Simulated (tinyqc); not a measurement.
# Front-illuminated p-i-n photodiode, quantum efficiency and bandwidth: two studies

Light enters through a p layer (0 to xp), a depleted layer (xp to xp + wi) and a thick n substrate, decaying as exp(-al x); one pass, no back reflection. Carriers made in the depleted layer are all collected; those in the neutral layers diffuse.

Values chosen for this exercise; values close to those of silicon at this wavelength: wavelength lam = 532 nm; absorption coefficient al = 7760 1/cm; reflectance of the front face Rf = 0.1; relative permittivity eps_r = 11.6; thickness of the front p layer xp = 0.32 um; thickness of the depleted layer wi = 3.8 um; electron diffusion coefficient in the p layer Dn = 12 cm^2/s; electron diffusion length in the p layer Ln = 3.8 um; recombination velocity of the front surface S = 2e5 cm/s; hole diffusion length in the thick n substrate Lp = 4.4 um; electron drift velocity ve = 9.93e6 cm/s; hole drift velocity vh = 7e6 cm/s; diameter dia = 140 um; load resistance RL = 50 ohm; parasitic capacitance Cp = 70 fF.

Constants: q = 1.602176634e-19 C, h = 6.62607015e-34 J s, c = 299792458 m/s, eps0 = 8.8541878128e-14 F/cm where lengths are in cm. Results are converted to the units shown.

Each table varies one quantity; the others keep the values above.

## Efficiency and bandwidth against the thickness of the depleted layer

k = al Ln, s = S Ln/Dn, e = exp(-al xp); front layer f1 = (k/(k^2 - 1)) {[s + k - e (s cosh(xp/Ln) + sinh(xp/Ln))]/[s sinh(xp/Ln) + cosh(xp/Ln)] - k e}; depleted layer f2 = e (1 - exp(-al wi)); substrate f3 = e exp(-al wi) al Lp/(1 + al Lp); external efficiency (1 - Rf)(f1 + f2 + f3); responsivity = efficiency q lam/(h c). Drift response for pairs made in the depleted layer, a = al wi, g = 1 - exp(-a), u = 2 pi i f, te = wi/ve, th = wi/vh: electrons He = [g - a (exp(-a) - exp(-u te))/(u te - a)]/(u te g), holes Hh = [g - a (1 - exp(-a - u th))/(a + u th)]/(u th g); C = eps0 eps_r pi (dia/2)^2/wi + Cp; total |He + Hh|/sqrt(1 + (2 pi f RL C)^2), for the current of the depleted layer alone. Limits are the frequencies at which each factor falls to 1/sqrt(2); inverse-square sum (f_transit^-2 + f_RC^-2)^(-1/2); the diffusion currents f1 and f3 are left out of the bandwidth.

Efficiency and bandwidth against the thickness of the depleted layer:
```
wi (um)	f2	f1 + f3	responsivity (A/W)	transit limit (GHz)	RC limit (GHz)	3 dB bandwidth (GHz)	inverse-square sum (GHz)	bandwidth x (1 - Rf) f2 (GHz)
0.47	0.2384	0.5987	0.3233	96.47	0.9269	0.9269	0.9269	0.1989
0.8	0.3608	0.5041	0.3340	57.52	1.556	1.555	1.555	0.5048
1.3	0.4956	0.3998	0.3458	36.11	2.475	2.467	2.469	1.100
2.3	0.6492	0.2810	0.3592	21.02	4.203	4.093	4.121	2.391
3.8	0.7392	0.2114	0.3671	12.97	6.549	5.693	5.846	3.787
6.4	0.7747	0.1840	0.3702	7.631	10.04	5.861	6.075	4.086
11	0.7800	0.1799	0.3707	4.262	14.89	4.051	4.098	2.844
18	0.7801	0.1798	0.3707	2.519	20.17	2.494	2.500	1.751
30	0.7801	0.1798	0.3707	1.484	25.94	1.481	1.482	1.040
```

As wi goes from 0.47 to 30, the responsivity rises from 0.323 to 0.371 A/W and the bandwidth goes from 0.927 through a maximum of 5.86 (at wi = 6.4 among the rows listed) to 1.48 GHz. The RC limit is the lower one for wi = 0.47, 0.8, 1.3, 2.3, 3.8, the transit limit elsewhere. Adding inverse squares of the two limits is within 3.7 % of the full result. The product of bandwidth and fast efficiency goes from 0.199 through a maximum of 4.09 (at wi = 6.4 among the rows listed) to 1.04 GHz. For wi = 0.47, 0.8, 1.3, 2.3 the diffusion currents exceed 0.3 of the drift current; their own response times, left out, may then shape the whole response.

## Efficiency and bandwidth against the thickness of the front p layer

Same model as above.

The same in every row: transit limit (GHz) = 12.97; RC limit (GHz) = 6.549; 3 dB bandwidth (GHz) = 5.693; inverse-square sum (GHz) = 5.846.

Efficiency and bandwidth against the thickness of the front p layer:
```
xp (um)	f2	f1 + f3	responsivity (A/W)	bandwidth x (1 - Rf) f2 (GHz)
0.02	0.9330	0.05506	0.3816	4.780
0.04	0.9186	0.06890	0.3814	4.707
0.08	0.8906	0.09470	0.3805	4.563
0.2	0.8114	0.1599	0.3751	4.157
0.4	0.6947	0.2399	0.3609	3.559
0.7	0.5504	0.3177	0.3352	2.820
1	0.4361	0.3638	0.3089	2.234
3	0.09238	0.3614	0.1753	0.4733
```

What does the comparison show?

As xp goes from 0.02 to 3, the responsivity falls from 0.382 to 0.175 A/W and the bandwidth stays at 5.69 GHz. The RC limit is the lower one in every row. Adding inverse squares of the two limits is within 2.7 % of the full result. For xp = 0.4, 0.7, 1, 3 the diffusion currents exceed 0.3 of the drift current; their own response times, left out, may then shape the whole response.

Program tinyqc, `OMP_NUM_THREADS=1 python tinyqc.py 2250035 2250036 out.jsonl`; Intel Xeon 2.30GHz, shared host, one thread, about 0.01 s.
